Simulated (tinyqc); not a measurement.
Worked calculation: valley splitting of a silicon quantum well in envelope theory. Values are carried at full precision from step to step, so a last printed digit may differ when a step is redone from the rounded ones.

Constants: hbar^2/2m0 = 3.80998211 eV angstrom^2; kB = 8.617333262e-05 eV/K.

Inputs chosen for the exercise (near those of a strained Si well in SiGe; the results hold for these values, not for the real material): k0 = 0.832 2 pi/a (valley position); a = 5.431 angstrom (lattice constant); ml = 0.908 m0 (mass along z); F = 2.4 mV/nm (field pressing towards the upper interface); w = 0.4 angstrom (interface width parameter); L = 98 angstrom (well width); V0 = 0.14 eV (conduction offset); C0 = 0.249 (Bloch overlap factor); Yb = 0.23 (Ge share of the barrier); Yw = 0 (Ge share of the well); ad = 120 angstrom (dot radius).

## Wave number and lengths

q = 2 k0 (2 pi/a), its wavelength, the field length (c/(ml e F))^(1/3) with c = hbar^2/2m0 and 1 mV/nm = 1e-4 eV/angstrom, and the damping factor y/sinh(y), y = pi q w, of a step smoothed as 1/(1 + exp(z/w)).

q = 1.9251 1/angstrom
wavelength = 3.264 angstrom
field length = 26.0 angstrom
damping factor = 0.434

## The envelope

The well lies at 0 < z < L; U(z) = V0 [1/(1 + exp(z/w)) + 1/(1 + exp((L - z)/w))] - e F z, 1 mV/nm = 1e-4 eV/angstrom. The envelope psi solves -(c/ml) psi'' + U psi = E psi, c = hbar^2/2m0, by three-point differences on a grid of 0.1 angstrom from -40 to L + 40 angstrom. The two valleys at +/- k0 couple through D = C0 times the integral of exp(-i q z) U(z) psi^2, q = 2 k0 (2 pi/a), and split by Ev = 2|D|.

Two lowest levels, mean position, and psi^2 at both interfaces.

levels (meV): [-10.21, 2.62]

<z> = 64.0 angstrom
psi^2 at z = 0 and L (1/angstrom): [4.72e-05, 0.00173]

The field makes psi^2 at the upper interface 36.6 times that at the lower one. The orbital spacing is 12.8 meV.

## Contributions to the coupling

Split D into the lower barrier, the upper barrier and the field term.

Parts of D (micro-eV):
```
part            real  imaginary    size
lower barrier  0.171      0.335   0.376
upper barrier  3.633    -13.271  13.759
field term     0.018     -0.039   0.043
```

## Valley splitting and phase

The inter-valley coupling D is the sum of the complex parts; Ev = 2|D|, the valley phase is arg D, and kB T equals Ev at T = Ev/kB.

Ev = 27.1 micro-eV
phase = -1.28 rad
T = 0.31 K

The upper barrier gives the largest part.

## Alloy disorder

Random alloy: with Y(z) = Yw + (Yb - Yw) B(z), B the bracket in U, and in-plane density exp(-r^2/ad^2)/(pi ad^2), D gains a random complex part of variance sigma^2 = (C0^2/pi)(a^2 V0/(8 ad (Yb - Yw)))^2 (4/a) times the integral of psi^4 Y (1 - Y). Alone it gives a mean splitting sqrt(pi) sigma; together with the smooth part the rms splitting is 2 sqrt(|D|^2 + sigma^2).

Give the integral, sigma, the mean splitting from disorder alone and the rms total.

integral = 9.38e-07 1/angstrom
sigma = 2.2 micro-eV
sqrt(pi) sigma = 3.9 micro-eV
rms splitting = 27.4 micro-eV

|D|/sigma = 6.20: the smooth part dominates, and the splitting scatters from dot to dot by about sqrt2 sigma, 11 % of Ev; this needs interfaces sharper than most grown wells have.

## Checks

- Lowest level for sharp walls and no field against the square well, meV: both 3.5.
- Size of one barrier part in that case against C0 V0 psi(0)^2/sqrt(q^2 + 4 kappa^2), micro-eV: both 8.1.

Computed by tinyqc, a small Python program: `OMP_NUM_THREADS=1 python tinyqc.py 1282273 1282274 out.jsonl` (the numbers bound the seed that draws the inputs); one thread of a shared host (Intel(R) Xeon(R) Processor @ 2.30GHz), about 0.1 s for the whole set of steps.
